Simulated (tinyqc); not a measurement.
What each parameter does: donor near an oxide interface in a gate field (two-state model).

Interface at z = 0 (hard wall), donor at z = d, field F pulling electrons to the interface: potential e F z; 1 kV/cm = 1e-5 eV/angstrom, c = hbar^2/2m0, q = e^2/(4 pi eps0), Q = (eps - eo)/(eps + eo). Donor state: E_D = e F d - ED - q Q/(4 eps d), the last term joining the images of ion and electron. Interface state: z exp(-b z/2) exp(-rho^2/(2 L^2)) with E_z = c b^2/(4 mz) + 3 e F/b + q Q b/(8 eps), minimised over b; in the plane at z = 3/b the ion (distance D = d - 3/b) and its image (D' = d + 3/b) give E_rho = c/(mt L^2) - (q/eps)(sqrt(pi)/L)[erfcx(D/L) + Q erfcx(D'/L)], erfcx(x) = exp(x^2) erfc(x), minimised over L. E_I = E_z + E_rho.

The two states couple by t = t0 exp(-D/aD) with t0 = q/(eps aD) (2 aD/L) sqrt(aD b/2) v, v a valley factor; this form is an estimate. With detuning u = E_D - E_I the splitting is sqrt(u^2 + 4 t^2) and the lower state has weight (1 - u/sqrt(u^2 + 4 t^2))/2 on the donor.

Constants: hbar^2/2m0 = 3.80998211 eV angstrom^2; e^2/(4 pi eps0) = 14.39964547 eV angstrom.

Values chosen for the exercise (near those of a donor in Si below SiO2, static dielectric constants; the results hold for these values, not for the real material):
- d = 140 angstrom (depth of the donor)
- ED = 53.7 meV (bulk binding energy)
- mz = 0.898 m0 (mass across the interface)
- mt = 0.191 m0 (mass in the plane)
- eps = 11.2 (dielectric constant of the semiconductor)
- eo = 3.9 (dielectric constant of the oxide)
- aD = 15.4 angstrom (donor radius)
- v = 0.6 (valley factor)

Critical field (E_D = E_I), and t and L there. Each row changes one parameter from the base and keeps the others.

Results:
```
case,critical field (kV/cm),t (meV),L (angstrom)
base,55.7,0.0149,100.4
d = 155 angstrom,49.3,0.00573,107.9
ED = 59.7 meV,61.6,0.0139,100.9
aD = 16.9 angstrom,55.7,0.0284,100.4
mz = 0.763 m0,56.9,0.0161,99.8
mt = 0.22 m0,55.5,0.0158,95.2
eo = 5.8,54.3,0.0137,103.0
eps = 11.9,56.2,0.0136,102.5
```

The largest shifts from the base row, up to three for each result and ties (the steps differ in size, so this ranks the rows, not the parameters). critical field (kV/cm): d -6.4, ED +5.8, eo -1.4; unchanged at the printed digits by aD. t (meV): aD +0.0134, d -0.00920, eps -0.00129. L (angstrom): d +7.5, mt -5.2, eo +2.6; unchanged at the printed digits by aD.

Program tinyqc; command `OMP_NUM_THREADS=1 python tinyqc.py 1281427 1281428 out.jsonl`; about 0.1 s on one thread of a shared Intel(R) Xeon(R) Processor @ 2.30GHz.
